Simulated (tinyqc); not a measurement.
Projection against the Weibull slope.

Defects are spread at random, so -ln(1 - F) is proportional to the area: t63(A2) = t63 (A1/A2)^(1/beta), and the time to the share Fp is t63(A2) (-ln(1 - Fp))^(1/beta).

Values chosen for this exercise: area of a test capacitor A1 = 1.6 um^2; gate area of the product A2 = 2e6 um^2; allowed share of failed products Fp = 1e-5; characteristic time of a test capacitor t63 = 360 s.

Result of one run:
```
beta  t63 of the product (s)  time to Fp (s)  decades lost to area  decades lost to the percentile
0.6                 2.482e-8       1.152e-16                 10.16                           8.333
```

What becomes of these results when the Weibull slope beta is changed from 0.6 to 2.73, all else the same?

Result of the changed run:
```
beta  t63 of the product (s)  time to Fp (s)  decades lost to area  decades lost to the percentile
2.73                   2.104         0.03101                 2.233                           1.832
```

The whole series:
```
beta  t63 of the product (s)  time to Fp (s)  decades lost to area  decades lost to the percentile
0.6                 2.482e-8       1.152e-16                 10.16                           8.333
1.02                3.793e-4        4.753e-9                 5.977                           4.902
1.45                 0.02247        8.003e-6                 4.205                           3.448
1.88                  0.2057        4.505e-4                 3.243                           2.660
2.3                   0.8044        0.005390                 2.651                           2.174
2.73                   2.104         0.03101                 2.233                           1.832
3.15                   4.176          0.1080                 1.936                           1.587
3.58                   7.133          0.2862                 1.703                           1.397
4                      10.77          0.6054                 1.524                           1.250
```

Both losses go as 1/beta: together 18.5 decades at beta = 0.6 and 2.77 at 4. For small Fp only the ratio Fp/A2 counts, so ten times the area costs as much as a tenth of Fp.

Numbers from tinyqc (`OMP_NUM_THREADS=1 python tinyqc.py 2070028 2070029 out.jsonl`; about 0.01 s on one thread of a shared Intel Xeon 2.30GHz).
